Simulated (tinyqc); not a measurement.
# Resistance of a source-drain extension with a graded tip: two studies

y runs along the channel, the gate covers y > 0. The doping is N0 for y < y0 and N0 10^(-(y - y0)/la) beyond, uniform over the depth xj. Sheet conductance s(y) = q mu(N) max(N - Nch, 0) xj + (for y > 0) ma Cox Vo, with mu(N) = u0 + (u1 - u0)/(1 + (N/Nr)^au) and Cox = eps0 eox/tox. Current is taken as one-dimensional; depletion of the tip, spreading and the contact are left out. The metallurgical junction lies at yj, where N = Nch.

Values chosen for this exercise; mobility law close to that of electrons in silicon: relative permittivity of the gate insulator (close to silicon dioxide) eox = 3.9; insulator thickness tox = 1.3 nm; active doping of the extension far from the gate N0 = 1.1e20 cm^-3; lateral abruptness la = 5.9 nm/decade; position under the gate where the fall begins (gate edge at 0) y0 = 3.8 nm; depth of the extension xj = 12 nm; channel doping Nch = 3.5e18 cm^-3; spacer length Ls = 25 nm; gate overdrive Vo = 0.5 V; mobility of the gate-induced layer ma = 180 cm^2/(V s); mobility at low doping u1 = 1414 cm^2/(V s); mobility at high doping u0 = 68.5 cm^2/(V s); reference doping Nr = 9.2e16 cm^-3; exponent au = 0.711; gate length Lg = 90 nm.

Constants: q = 1.602176634e-19 C, eps0 = 8.8541878128e-14 F/cm where lengths are in cm. Results are converted to the units shown.

Each table varies one quantity; the others keep the values above.

## Abruptness at a fixed junction position

R_spacer = integral of dy/s from -Ls to 0, R_ov from 0 to yj, R_channel = (Lg - 2 yj)/(ma Cox Vo), R_total = 2 R_spacer + 2 R_ov + R_channel. Electrical length L_eff = ma Cox dR_total/d(1/Vo); R_series = R_total - L_eff/(ma Cox Vo). y0 is moved with la so that yj stays at 12.634 nm.

The same in every row: yj (nm) = 12.63; R_channel (ohm um) = 270.8.

Results:

| la (nm/decade) | R_spacer (ohm um) | R_ov (ohm um) | R_total (ohm um) | L_eff (nm) | R_series (ohm um) |
|---|---|---|---|---|---|
| 1 | 15.82 | 9.128 | 320.7 | 65.99 | 44.62 |
| 2.3 | 15.82 | 11.97 | 326.3 | 67.07 | 45.81 |
| 3.6 | 15.82 | 14.80 | 332.0 | 68.14 | 47.00 |
| 6.1 | 15.82 | 20.26 | 342.9 | 70.20 | 49.28 |
| 7.4 | 15.82 | 23.10 | 348.6 | 71.28 | 50.47 |
| 8.7 | 15.83 | 25.93 | 354.3 | 72.35 | 51.67 |
| 10 | 16.28 | 28.45 | 360.2 | 73.37 | 53.30 |

Estimate the missing row, la = 4.9 nm/decade.

Computed row:

| la (nm/decade) | R_spacer (ohm um) | R_ov (ohm um) | R_total (ohm um) | L_eff (nm) | R_series (ohm um) |
|---|---|---|---|---|---|
| 4.9 | 15.82 | 17.64 | 337.7 | 69.21 | 48.19 |

With this row back in the table: As la goes from 1 to 10 nm/decade, R_total rises from 321 to 360 ohm um, R_spacer rises from 15.8 to 16.3 ohm um and R_ov rises from 9.13 to 28.5 ohm um. R_total changes on average by 4.39 ohm um for each nm/decade. L_eff exceeds the metallurgical length by 1.26 nm in the first row and 8.64 nm in the last, since the gate also controls the lightly doped tips.

## Effect of the depth of the extension

Same model as above.

The same in every row: yj (nm) = 12.63; R_channel (ohm um) = 270.8.

Result of one run:

| xj (nm) | R_spacer (ohm um) | R_ov (ohm um) | R_total (ohm um) | L_eff (nm) | R_series (ohm um) |
|---|---|---|---|---|---|
| 11 | 17.26 | 20.59 | 346.5 | 70.33 | 52.29 |

What becomes of these results when the depth of the extension xj is changed from 11 to 4 nm, all else the same?

Result of the changed run:

| xj (nm) | R_spacer (ohm um) | R_ov (ohm um) | R_total (ohm um) | L_eff (nm) | R_series (ohm um) |
|---|---|---|---|---|---|
| 4 | 47.47 | 30.24 | 426.2 | 74.47 | 114.7 |

The whole series:

| xj (nm) | R_spacer (ohm um) | R_ov (ohm um) | R_total (ohm um) | L_eff (nm) | R_series (ohm um) |
|---|---|---|---|---|---|
| 4 | 47.47 | 30.24 | 426.2 | 74.47 | 114.7 |
| 5.6 | 33.90 | 26.93 | 392.4 | 72.94 | 87.33 |
| 7.7 | 24.66 | 23.86 | 367.8 | 71.63 | 68.20 |
| 11 | 17.26 | 20.59 | 346.5 | 70.33 | 52.29 |
| 15 | 12.66 | 17.93 | 331.9 | 69.34 | 41.89 |
| 21 | 9.041 | 15.26 | 319.4 | 68.41 | 33.19 |
| 29 | 6.547 | 12.94 | 309.7 | 67.66 | 26.71 |
| 40 | 4.747 | 10.87 | 302.0 | 67.04 | 21.59 |

As xj goes from 4 to 40, R_total falls from 426 to 302 ohm um, L_eff falls from 74.5 to 67.0 nm and R_series falls from 115 to 21.6 ohm um.

Computed by the program tinyqc: `OMP_NUM_THREADS=1 python tinyqc.py 2282024 2282025 out.jsonl`, one thread of a shared Intel Xeon 2.30GHz, about 0.03 s for the whole run.
